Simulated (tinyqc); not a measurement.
Worked calculation: two-band tight binding of a puckered layer. Values are carried at full precision from step to step, so a last printed digit may differ when a step is redone from the rounded ones.

With X = kx ax/2 and Y = ky ay/2: h = t2 + 2 cos(Y) (t1 exp(iX) + t3 exp(-iX)) + t5 exp(2iX), d = 4 t4 cos(X) cos(Y), H = [[d, h], [h*, d]], E = d -/+ |h|.

Constants: hbar^2/2m0 = 3.80998211 eV angstrom^2.

Inputs chosen for the exercise (near a published set for monolayer black phosphorus; not measured data):

| symbol | value | unit | meaning |
|---|---|---|---|
| ax | 4.47 | angstrom | period along x (armchair) |
| ay | 3.27 | angstrom | period along y (zigzag) |
| t1 | -1.214 | eV | along the zigzag |
| t2 | 3.705 | eV | across the pucker |
| t3 | -0.196 | eV | second in the sheet |
| t4 | -0.105 | eV | same sublattice |
| t5 | -0.057 | eV | far across |
| k | (0.28, 0.09) | 1/angstrom | wave vector |

## One k point

Form X, Y, h, d and the levels.

X, Y (rad): 0.62580  0.14715

h = 1.4262-1.2338i eV
d = -0.3367 eV

levels (eV): -2.2226  1.5491

## Expansion about Gamma

h = h0 + i chi kx + gx kx^2 + gy ky^2 and d = 4 t4 + ex kx^2 + ey ky^2, with h0 = t2 + 2 t1 + 2 t3 + t5, chi = ax (t1 - t3 + t5), gx = -ax^2 ((t1 + t3)/4 + t5/2), gy = -ay^2 (t1 + t3)/4, ex = -t4 ax^2/2, ey = -t4 ay^2/2. The gap is 2 h0.

h0 = 0.8280 eV
gap = 1.6560 eV
chi = -4.8053 eV angstrom

gx, gy, ex, ey (eV angstrom^2): 7.6127  3.7692  1.0490  0.5614

## Masses

Electrons: c/(ex + gx + chi^2/(2 h0)) along x, c/(ey + gy) along y; holes: the same with -ex and -ey; c = hbar^2/2m0. The coefficients stand in the order gx, gy, ex, ey.

masses (m0):
```
               x       y
electron  0.1685  0.8798
hole      0.1858  1.1877
```

density-of-states mass sqrt(mx my) (m0): electron 0.3851, hole 0.4697

my/mx: electron 5.22, hole 6.39

Along x the term chi^2/(2 h0) = 13.94 eV angstrom^2 couples the bands and makes both carriers light; along y it is absent.

## Checks

- Electron mass along x against a finite difference of the band: both 0.1685.

Program tinyqc; command `OMP_NUM_THREADS=1 python tinyqc.py 1451066 1451067 out.jsonl`; about 0.01 s on one thread of a shared Intel(R) Xeon(R) Processor @ 2.30GHz.
